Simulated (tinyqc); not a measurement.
Kronig-Penney superlattice by transfer matrices, step by step. Values are carried at full precision from step to step, so a last printed digit may differ when a step is redone from the rounded ones.

Wells (width a, potential 0, mass mw) alternate with barriers (width b, height V0, mass mb); period d = a + b; c = hbar^2/2m0. The vector (psi, psi'/m) is continuous, and a layer of thickness t carries it by M = [[cos kt, (m/k) sin kt], [-(k/m) sin kt, cos kt]] with k = sqrt(m (E - V)/c); for E < V, k = i kappa gives [[cosh, (m/kappa) sinh], [(kappa/m) sinh, cosh]] of kappa t. A Bloch state obeys cos(q d) = tr(Mb Mw)/2.

Constants: hbar^2/2m0 = 3.80998211 eV angstrom^2; hbar = 6.58211957e-16 eV s.

Parameters, chosen for this exercise (near those of a GaAs superlattice with barriers of AlGaAs; not measured data): a = 41 angstrom (well width); b = 31 angstrom (barrier width); V0 = 0.267 eV (barrier height); mw = 0.0672 m0 (mass in the wells); mb = 0.0944 m0 (mass in the barriers); E = 0.092 eV (trial energy); F = 10 kV/cm (field along the axis).

## Layer matrices at one energy

Form the matrix of the well and of the barrier at E.

k in the well = 0.04028 1/angstrom
kappa in the barrier = 0.06585 1/angstrom

Mw (angstrom units):
```
           1          2
1  -0.080701     1.6628
2   -0.59749  -0.080701
```

Mb (angstrom units):
```
        1       2
1  3.9152  5.4267
2  2.6404  3.9152
```

## The matrix of one period

Multiply M = Mb Mw and take half the trace. If its size is at most 1, E lies in a miniband and q d = arccos(tr M/2); otherwise the state decays by exp(-arccosh|tr M/2|) a period.

M:
```
         1       2
1  -3.5583  6.0722
2  -2.5524  4.0745
```

tr M/2 = 0.2581
q d in a band, or the decay exponent in a gap = 1.310

E lies in a miniband; det M = 1.0000, as for any such product.

## Miniband edges

The edges are the energies where tr M/2 = +1 (q = 0) or -1 (q = pi/d); the first three minibands.

Minibands:
```
band  bottom (eV)  top (eV)  width (meV)
1          0.0821    0.1144         32.3
2          0.2920    0.4640        172.1
3          0.5473    0.9177        370.4
```

1 miniband of these lies wholly below V0. The first gap is 177.6 meV wide; the single well of width a has E1 = 0.0961 eV, inside the first miniband.

## Dispersion along the axis

Solve tr M/2 = cos(q d) inside each miniband at q d/pi = 0, 1/6, ..., 1. The cosine form is E_bottom + (W/2)(1 - cos q d) with the true width W.

Energies (eV):
```
q d/pi  band 1  cosine form  band 2
0.000   0.0821       0.0821  0.4640
0.167   0.0838       0.0843  0.4367
0.333   0.0886       0.0902  0.3934
0.500   0.0959       0.0982  0.3536
0.667   0.1043       0.1063  0.3213
0.833   0.1115       0.1122  0.2997
1.000   0.1144       0.1144  0.2920
```

The cosine form, which holds for hopping between neighbouring wells alone, misses band 1 by at most 2.3 meV, 7 % of its width.

## Mass along the axis

With f(E) = tr M/2, 1 - (q d)^2/2 = 1 + f'(E_bottom)(E - E_bottom) gives m_z = -2 c f'/d^2 (f' by a central difference of 1e-6 eV at the bottom of band 1). The cosine form gives 4 c/(W d^2), W the width of band 1 between tr M/2 = +1 and -1.

f' = -81.34 1/eV
m_z = 0.1196 m0
m_z of the cosine form = 0.09115 m0
W = 32.25 meV

The mass along the axis is 1.78 times mw.

## In a field along the axis

One-band picture: ladder spacing e F d, Bloch frequency e F d/(2 pi hbar), and extent W/(e F) of a Stark state, with W the width of band 1; 1 kV/cm = 1e-5 V/angstrom.

e F d = 7.200 meV
Bloch frequency = 1.741 THz
W/(e F d) = 4.48 periods

The state spreads over about 4 periods.

## Checks

- Bottom of band 1 from 121 plane waves (the mass step taken by inverting the matrix of m) against the transfer matrix, eV: both 0.0821.

Program tinyqc; command `OMP_NUM_THREADS=1 python tinyqc.py 1282718 1282719 out.jsonl`; about 0.07 s on one thread of a shared Intel(R) Xeon(R) Processor @ 2.30GHz.
